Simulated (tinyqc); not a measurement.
From results to parameters: minimal-basis H2. Computed by the program tinyqc with PySCF.

Problem. For two electrons in the two orbitals of minimal-basis H2, the CIS energies are e2 - e1 - J12 + 2 K12 and e2 - e1 - J12, and E_corr = D - sqrt(D^2 + K12^2) with 2D the energy of the double excitation. Find J12, K12, D, the MP2 energy and the weight of the double excitation.

orbital gap e2 - e1 = 1.09821473 hartree
CIS singlet and triplet energies (hartree): 0.829677  0.453335
FCI correlation energy = -0.02621838 hartree

Solution. Half the singlet-triplet splitting is K12, the gap less the triplet energy is J12, D = (E_corr^2 - K12^2)/(2 E_corr), MP2 is -K12^2/(2 gap), and the weight is c^2/(1 + c^2) with c = E_corr/K12.

J12, K12, D (hartree): 0.6449  0.1882  0.6621
MP2 correlation energy = -0.01612 hartree
weight of the double excitation = 0.019
